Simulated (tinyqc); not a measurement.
Worked calculation: sp3 tight binding, zinc-blende lattice. One step of it, computed by the program tinyqc.

Question. Bloch Hamiltonian at k. Slater-Koster rules over the four bonds with direction cosines (l, m, n): ss V_ss; s-px l V_sp; px-s -l V_sp; px-px l^2 V_pps + (1 - l^2) V_ppp; px-py l m (V_pps - V_ppp); each times exp(i k.d).

Parameters chosen for this model: zinc-blende lattice, anion at 0, cation at a/4 (1,1,1); V = eta hbar^2 / (m d^2), hbar^2/m = 7.619964 eV angstrom^2:
```
parameter          value      unit
a               3.520000  angstrom
d               1.524205  angstrom
Es anion      -19.340000        eV
Ep anion       -8.470000        eV
Es cation     -13.410000        eV
Ep cation      -5.370000        eV
eta ss         -1.320000
eta sp          1.420000
eta pp sigma    2.220000
eta pp pi      -0.630000
V ss           -4.329525        eV
V sp            4.657519        eV
V pp sigma      7.281474        eV
V pp pi        -2.066364        eV
```

k point k (2 pi / a): [0.560000, -0.050000, 0.030000]

Give: H(k) at k.

Answer.

H(k) at k (eV), order a s, a px, a py, a pz, c s, c px, c py, c pz:
```
[[-19.3400, 0.0000, 0.0000, 0.0000, -10.9927-0.0493i, 0.0253+8.2530i, -0.3892-0.5373i, 0.6495+0.3220i],
 [0.0000, -8.4700, 0.0000, 0.0000, -0.0253-8.2530i, 2.6649+0.0120i, 0.7526+0.3731i, -0.4510-0.6226i],
 [0.0000, 0.0000, -8.4700, 0.0000, 0.3892+0.5373i, 0.7526+0.3731i, 2.6649+0.0120i, 0.0294+9.5633i],
 [0.0000, 0.0000, 0.0000, -8.4700, -0.6495-0.3220i, -0.4510-0.6226i, 0.0294+9.5633i, 2.6649+0.0120i],
 [-10.9927+0.0493i, -0.0253+8.2530i, 0.3892-0.5373i, -0.6495+0.3220i, -13.4100, 0.0000, 0.0000, 0.0000],
 [0.0253-8.2530i, 2.6649-0.0120i, 0.7526-0.3731i, -0.4510+0.6226i, 0.0000, -5.3700, 0.0000, 0.0000],
 [-0.3892+0.5373i, 0.7526-0.3731i, 2.6649-0.0120i, 0.0294-9.5633i, 0.0000, 0.0000, -5.3700, 0.0000],
 [0.6495-0.3220i, -0.4510+0.6226i, 0.0294-9.5633i, 2.6649-0.0120i, 0.0000, 0.0000, 0.0000, -5.3700]]
```
